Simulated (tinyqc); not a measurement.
Thin-body transistor below threshold, two-dimensional Poisson equation on a small mesh: one step of the calculation.

A thin body on a thick buried insulator of low permittivity, taken as carrying no normal field at the bottom of the body (row 0). Mobile charge is neglected (subthreshold), the body is fully depleted, and potentials are counted from the intrinsic level; rows run upward to the gate, columns from source to drain.

Problem. Barrier, swing and barrier lowering. The barrier is read along row 0, the path farthest from the gate. Take the node j of lowest psi: barrier Vbi - psi_j; swing Vt ln 10/(d psi_j/dVg); DIBL = (d psi_j/dVd)/(d psi_j/dVg). The derivatives solve the same equations with s = 0 and a unit change of that voltage.

Inputs (values chosen for the exercise): temperature T = 300 K; potential of the source Vbi = 0.49 V.

Constants: q = 1.602176634e-19 C, kB = 1.380649e-23 J/K, Vt = kB T/q. Results are converted to the units shown.

converged psi (V):
```
              j=0         j=1         j=2         j=3         j=4         j=5         j=6         j=7
row 0  0.49000000  0.25022988  0.11886786  0.07235322  0.09141014  0.18777227  0.40659057  0.79000000
row 1  0.49000000  0.23931773  0.11095411  0.06689255  0.08445622  0.17507233  0.38852843  0.79000000
row 2  0.49000000  0.20304072  0.08735164  0.05151499  0.06467691  0.13687482  0.32837996  0.79000000
row 3  0.49000000  0.12893944  0.04919301  0.02943434  0.03563972  0.07407893  0.20524879  0.79000000
row 4  0.25000000  0.07725990  0.03170645  0.02060104  0.02392624  0.04531479  0.12017811  0.40000000
row 5  0.01000000  0.01000000  0.01000000  0.01000000  0.01000000  0.01000000  0.01000000  0.01000000
```

d psi/dVg on row 0: j=0 0.00000000, j=1 0.46248684, j=2 0.72635975, j=3 0.83452221, j=4 0.83452221, j=5 0.72635975, j=6 0.46248684, j=7 0.00000000
d psi/dVd on row 0: j=0 0.0000000, j=1 0.0081554, j=2 0.0219794, j=3 0.0509774, j=4 0.1145004, j=5 0.2516608, j=6 0.5293577, j=7 1.0000000

Find: j; barrier; swing; DIBL.

Solution.

j = 3
barrier = 0.41765 V
swing = 71.330 mV/decade
DIBL = 61.086 mV/V

Computed by the program tinyqc: `OMP_NUM_THREADS=1 python tinyqc.py 2480015 2480016 out.jsonl`, one thread of a shared Intel Xeon 2.30GHz, about 0.1 s for the whole run.
